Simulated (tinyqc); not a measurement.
Worked calculation: tight binding, dimerised chain. One step of it, computed by the program tinyqc.

Question. Open chain of 4 cells. The same hoppings without the wrap-around bond.

H of the open chain (eV), lower triangle:
```
           1          2          3          4          5          6          7         8
1   0.000000
2  -2.260000   0.000000
3   0.000000  -1.340000   0.000000
4   0.000000   0.000000  -2.260000   0.000000
5   0.000000   0.000000   0.000000  -1.340000   0.000000
6   0.000000   0.000000   0.000000   0.000000  -2.260000   0.000000
7   0.000000   0.000000   0.000000   0.000000   0.000000  -1.340000   0.000000
8   0.000000   0.000000   0.000000   0.000000   0.000000   0.000000  -2.260000  0.000000
```

Give: levels; weights of the highest filled level on the sites.

Answer.

levels (eV): -3.409  -2.867  -2.081  -1.283  1.283  2.081  2.867  3.409

weights of the highest filled level on the sites: 0.139  0.045  0.182  0.135  0.135  0.182  0.045  0.139

The bulk gap runs from -0.9200 to 0.9200 eV; no level of this chain lies inside it.
